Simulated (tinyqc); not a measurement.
Density of states of one tight-binding band on the triangular lattice: sweeps and comparisons. A value that a table varies takes the place of the one given here.

E(k) = -2 t (cos 2 pi k1 + cos 2 pi k2 + cos 2 pi (k1 + k2)); k in fractions of the reciprocal vectors, mesh k_i = j/N with j = 0 .. N-1. Densities are per cell and per spin, so the band holds one state.

Each cell of the mesh is cut along (i+1, j)-(i, j+1) into two triangles. For corner energies e1 <= e2 <= e3 and eij = ei - ej, the share of the triangle below E is n = (E - e1)^2/(e21 e31) for e1 < E < e2 and n = 1 - (e3 - E)^2/(e31 e32) for e2 < E < e3; its density of states is g = dn/dE.

Gaussian broadening: g(E) = mean over the mesh of exp(-(E - E_k)^2/(2 sigma^2))/(sigma sqrt(2 pi)), n(E) = mean of erfc((E_k - E)/(sigma sqrt 2))/2.

Parameters, chosen for this exercise: t = 1.92 eV (nearest hopping); N2 = 16 (mesh points along each axis in this comparison); sigma = 0.576 eV (Gaussian width); E = -8.07 eV (energy at which the density is wanted).

## Three ways to the same curve

N = N2 here; the reference is the linear method with N = 240.

g(E) (1/eV):

| E (eV) | reference | linear triangles | Gaussian, sigma | Gaussian, sigma/4 | reference n(E) |
|---|---|---|---|---|---|
| -9.948 | 0.026 | 0.027 | 0.028 | 0.041 | 0.039 |
| -8.377 | 0.028 | 0.028 | 0.023 | 0.000 | 0.081 |
| -6.807 | 0.030 | 0.030 | 0.026 | 0.064 | 0.127 |
| -5.236 | 0.034 | 0.034 | 0.047 | 0.067 | 0.177 |
| -3.665 | 0.038 | 0.038 | 0.027 | 0.031 | 0.233 |
| -2.094 | 0.043 | 0.045 | 0.053 | 0.129 | 0.296 |
| -0.523 | 0.052 | 0.051 | 0.054 | 0.010 | 0.371 |
| 1.048 | 0.066 | 0.067 | 0.053 | 0.002 | 0.462 |
| 2.619 | 0.095 | 0.101 | 0.106 | 0.115 | 0.584 |
| 4.190 | 0.154 | 0.157 | 0.155 | 0.053 | 0.817 |

Root-mean-square errors against the reference: 0.0022 for linear triangles, 0.0083 for sigma and 0.0521 for sigma/4. The narrow Gaussian is worse than the wide one, because it resolves the separate mesh levels. The reference is highest at 4.190 eV of the energies listed, and half filling lies between 1.048 and 2.619 eV.

## Convergence with the mesh

At the energy E; the plain count is the share of mesh points below E; the reference is the linear method with N = 240.

Results:

| N | points | g linear | n linear | g Gaussian | n Gaussian | n plain count |
|---|---|---|---|---|---|---|
| 4 | 16 | 0.0219 | 0.0378 | 0.0000 | 0.0625 | 0.0625 |
| 6 | 36 | 0.0390 | 0.0673 | 0.0918 | 0.0693 | 0.0278 |
| 8 | 64 | 0.0276 | 0.0781 | 0.0074 | 0.1076 | 0.1094 |
| 12 | 144 | 0.0290 | 0.0848 | 0.0427 | 0.0927 | 0.0903 |
| 16 | 256 | 0.0291 | 0.0865 | 0.0307 | 0.0871 | 0.0742 |
| 24 | 576 | 0.0282 | 0.0883 | 0.0281 | 0.0901 | 0.0955 |
| 48 | 2304 | 0.0283 | 0.0892 | 0.0283 | 0.0898 | 0.0864 |

reference n and g: 0.0896  0.0283

The linear n(E) stays within 0.002 of the reference from N = 24 on. The Gaussian g stays within 1 % of its last value from N = 24 on; it tends to the broadened curve, not the true one. At the last mesh it lies 0.000 1/eV from the reference g and the linear g 0.000. The plain count errs by -0.0032 at the last mesh.

## Critical points

The gradient vanishes at these points by symmetry; the signs of the eigenvalues of the second-derivative matrix give the type.

Critical points:

| point | k | E (eV) | positive | negative | type |
|---|---|---|---|---|---|
| Gamma | (0, 0) | -11.5200 | 2 | 0 | minimum |
| M | (0.5, 0) | 3.8400 | 1 | 1 | saddle |
| K | (0.3333, 0.3333) | 5.7600 | 0 | 2 | maximum |

Gamma is a minimum at -11.520 eV: g has a step there. M is a saddle at 3.840 eV: g diverges logarithmically there. K is a maximum at 5.760 eV: g has a step there.

## What moves the count of states

Linear method and Gaussian sum with N = 48. Each row changes one parameter from the base and keeps the others.

Results:

| case | n linear | g linear (1/eV) | n Gaussian | g Gaussian (1/eV) |
|---|---|---|---|---|
| base | 0.0892 | 0.0283 | 0.0898 | 0.0283 |
| t = 2.112 eV | 0.1104 | 0.0268 | 0.1110 | 0.0268 |
| E = -7.878 eV | 0.0947 | 0.0288 | 0.0953 | 0.0286 |
| sigma = 1.152 eV | 0.0892 | 0.0283 | 0.0906 | 0.0284 |

The largest shifts from the base row, up to three for each result and ties (the steps differ in size, so this ranks the rows, not the parameters). n linear: t +0.0212, E +0.0055; unchanged at the printed digits by sigma. g linear (1/eV): t -0.0015, E +0.0005; unchanged at the printed digits by sigma. n Gaussian: t +0.0212, E +0.0055, sigma +0.0008. g Gaussian (1/eV): t -0.0015, E +0.0003, sigma +0.0001.

tinyqc: `OMP_NUM_THREADS=1 python tinyqc.py 1681934 1681935 out.jsonl`; about 0.08 s, one thread, shared Intel(R) Xeon(R) Processor @ 2.30GHz.
